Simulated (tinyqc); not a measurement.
# Worked calculation: CMOS inverter, nodal equation and switching

Program tinyqc, `OMP_NUM_THREADS=1 python tinyqc.py 2340108 2340109 out.jsonl`; Intel Xeon 2.30GHz, shared host, one thread, about 0.06 s. Printed values are rounded.

An n-channel pull-down (bn, VTn) and a p-channel pull-up (bp, VTp) share the input Vin and the output node Vout, which carries the load C. Transistor (EKV form, voltages against the body): I = 2 n b Vt^2 [F(vp - Vs) - F(vp - Vd)] from drain to source, F(v) = ln^2(1 + exp(v/(2 Vt))), vp = (Vg - VT + sg |Vd - Vs|)/n. n-channel bodies are at 0; for the p-channel device all voltages are counted down from Vdd. b in uA/V^2 gives I in uA. Static: In = Ip. Transient: C dVout/dt = Ip - In. No velocity saturation, no gate capacitance beyond C.

Inputs (values chosen for the exercise):
```
symbol,value,unit,meaning
T,273,K,temperature
Vdd,0.5,V,supply voltage
n,1.34,,slope factor
sg,0.055,,drain-induced barrier lowering
VTn,0.38,V,n-channel threshold
VTp,0.42,V,p-channel threshold (magnitude)
bn,270,uA/V^2,gain factor of the pull-down transistor
bp,540,uA/V^2,gain factor of the pull-up transistor
C,0.39,fF,load capacitance
Vin,0.24,V,input voltage
dt,10,ps,time step
```

Constants: q = 1.602176634e-19 C, kB = 1.380649e-23 J/K, Vt = kB T/q. Results are converted to the units shown.

## Iteration 1: output voltage by Newton steps

Vout at the start = 0.25 V

f = In - Ip at (Vin, Vout); G = df/dVout by a central difference with +/- 1e-6 V; Vout(new) = Vout - f/G.

In = 0.00642209 uA
Ip = 0.00704222 uA
G = 0.0222678 uS
Vout after iteration 1 = 0.277849 V

## Iteration 2: output voltage by Newton steps

As before.

In = 0.00672188 uA
Ip = 0.00672249 uA
G = 0.0222345 uS
Vout after iteration 2 = 0.277877 V

## Course of the iteration: output voltage by Newton steps

Stop when Vout changes by less than 1e-9 V, or after 30 iterations.

Course of the iteration:
```
iteration	Vout (V)	|change| (V)
1	0.277849	0.0278
2	0.277877	2.78e-5
3	0.277877	7.00e-13
```

Converged in 3 iterations. The change falls from 0.028 in the first iteration to below the tolerance in the last.

## Transfer curve

Vin, point 0 to 10 (V): 0  0.05  0.1  0.15  0.2  0.25  0.3  0.35  0.4  0.45  0.5

For each Vin solve In = Ip; gain = dVout/dVin.

```
point	Vout (V)	supply current (uA)	gain
0	0.500000	5.5549e-6	0.000
1	0.499999	2.7012e-5	0.000
2	0.499983	1.3065e-4	-0.001
3	0.499739	6.2430e-4	-0.015
4	0.494856	0.0028879	-0.330
5	0.100799	0.0066698	-15.145
6	0.001892	0.0016986	-0.112
7	0.000114	3.5767e-4	-0.006
8	0.000009	7.4087e-5	0.000
9	0.000001	1.5247e-5	0.000
10	0.000000	3.1290e-6	0.000
```

The switching point Vin = Vout lies at 0.2420 V, with a gain of -18.2. The current peaks at 0.00667 uA among the points, against 5.6e-6 and 3.1e-6 uA of leakage at the ends.

## Switching point and noise margins

VM solves In = Ip with Vin = Vout. VIL and VIH are the inputs at which the gain is -1; NML = VIL - Vout(VIH), NMH = Vout(VIL) - VIH.

VM = 0.24198 V
gain at VM = -18.168
VIL = 0.21408 V
VIH = 0.26911 V
NML = 0.20046 V
NMH = 0.21744 V

VM lies 8.0 mV below Vdd/2, and the high margin is the larger one. With both transistors saturated the size of the gain tends to 1/sg = 18.2; here it is 0.074 % below that.

## Step 1: one time step of the falling output

Vout at t = 0 = 0.5 V

The input steps to Vdd at t = 0; I = In - Ip. Implicit Euler: V(new) = V - (dt/C) I(V(new)), solved for V(new); 1 ps uA/fF = 1 mV.

I(V) = 2.36766 uA
I(V(new)) = 2.27821 uA
Vout after step 1 = 0.441584 V

## Step 2: one time step of the falling output

As before.

I(V) = 2.27821 uA
I(V(new)) = 2.19407 uA
Vout after step 2 = 0.385326 V

## Delays and energy

For a step input the delay to Vdd/2 is tHL = C times the integral of dV/(In - Ip) from Vdd/2 to Vdd at Vin = Vdd, and tLH likewise with Ip - In from 0 to Vdd/2 at Vin = 0. Energy drawn for one full cycle of the output: C Vdd^2. Leakage power: Vdd times the mean of the supply currents at Vin = 0 and Vdd.

tHL = 44.8232 ps
tLH = 38.4840 ps
energy = 0.0975 fJ
leakage power = 0.00217097 nW

Time steps as above cross Vdd/2 at 45.7 ps by linear interpolation, 2.0 % above tHL. tLH/tHL = 0.859, with bn/bp = 0.500.
